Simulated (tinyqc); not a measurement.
# Worked calculation: tunnelling through a gate dielectric with the two-band (Franz) dispersion, WKB transmission and Tsu-Esaki current

Computed by the program tinyqc: `OMP_NUM_THREADS=1 python tinyqc.py 2540135 2540136 out.jsonl`, one thread of a shared Intel Xeon 2.30GHz, about 0.03 s for the whole run. Printed values are rounded.

Electrons leave the emitter at x = 0. Energies E (motion across the layers) are in eV from the emitter Fermi level; the collector Fermi level lies at -V and offers states at every E. No charge in the dielectric and no image force: F1 = V/t1, U = phi1 - F1 x. With C = hbar^2/(2 m0), kappa = sqrt(m u (1 - u/Egx)/C), u = U - E where U > E and 0 elsewhere; T(E) = exp(-S), S = 2 times the integral of kappa over x.

Inputs (values chosen for the exercise); dielectric values close to those of aluminium oxide: temperature T = 300 K; Fermi energy of the emitter above its band bottom Ef = 0.39 eV; emitter mass in the supply function me = 1 m0; barrier of layer 1 above the emitter Fermi level at zero bias phi1 = 2.53 eV; tunnelling mass of layer 1 m1 = 0.41 m0; thickness of layer 1 t1 = 3 nm; gap parameter of the two-band dispersion, set freely Egx = 6.4 eV; voltage across the dielectric V = 1.5 V; energy of the electron followed E = 0.15 eV; cells in each layer nc = 9; lower end of the energy grid Ea = -0.39 eV; upper end of the energy grid Eb = 0.26 eV; points of the energy grid nE = 9.

Constants: q = 1.602176634e-19 C, kB = 1.380649e-23 J/K, hbar = 1.054571817e-34 J s, m0 = 9.1093837015e-31 kg, Vt = kB T/q, hbar^2/(2 m0) = 0.0380998212 eV nm^2. Results are converted to the units shown.

## Fields and band edges

F1 = V/t1, U = phi1 - F1 x.

F1 = 5 MV/cm
U at x = t1 = 1.03 eV

## WKB exponent by the midpoint rule

Cut each layer into nc equal cells, take U and kappa at the cell centres, and sum S = 2 sum kappa h.

```
cell   x (nm)   U (eV)  kappa (1/nm)
0     0.16667  2.44667       3.98069
1     0.50000  2.28000       3.91061
2     0.83333  2.11333       3.82707
3     1.16667  1.94667       3.72916
4     1.50000  1.78000       3.61571
5     1.83333  1.61333       3.48521
6     2.16667  1.44667       3.33566
7     2.50000  1.28000       3.16435
8     2.83333  1.11333       2.96753
```

S = 21.3440
T(E) = 5.37559e-10

## WKB exponent in closed form

Each layer adds (2/F) sqrt(m/C) [G(u at its left edge) - G(u at its right edge)] to S, with u = U - E (0 where negative) and G(u) = Egx^1.5 (th - sin(4 th)/4)/4, th = arcsin sqrt(u/Egx). The slope follows from 1/d = -dS/dE.

S = 21.3393
T(E) = 5.40103e-10
energy d over which T(E) grows by a factor e = 0.21683 eV

The midpoint rule gives S = 21.344, so its T(E) is 0.47 % below this value. The band edge stays above E through the whole stack: direct tunnelling through a trapezoid.

## Current density on a coarse energy grid

J = J0 times the integral of T(E) N(E) dE, N = ln[(1 + exp(-E/Vt))/(1 + exp((-E - V)/Vt))], J0 = q^2 me m0 kB T/(2 pi^2 hbar^3) (times 1e-4 for A/cm^2 per eV), by Simpson's rule on nE equally spaced points from Ea to Eb.

```
point     E (eV)         T(E)           N       T(E) N
0      -0.390000  7.60894e-11     15.0859   1.14788e-9
1      -0.308750  9.60329e-11     11.9430   1.14692e-9
2      -0.227500  1.23726e-10     8.80024   1.08882e-9
3      -0.146250  1.62852e-10     5.66069  9.21854e-10
4      -0.065000  2.19180e-10     2.59212  5.68142e-10
5       0.016250  3.01954e-10    0.427455  1.29072e-10
6       0.097500  4.26320e-10   0.0227573  9.70190e-12
7       0.178750  6.17730e-10  9.92925e-4  6.13360e-13
8       0.260000  9.20140e-10  4.28729e-5  3.94491e-14
```

J0 = 4.18366e8 A/(cm^2 eV)
J = 0.150416 A/cm^2

The integrand peaks at E = -0.390 eV among these points. A converged quadrature from -Ef to above the barrier gives 0.1510 A/cm^2; this grid is 0.36 % below that.
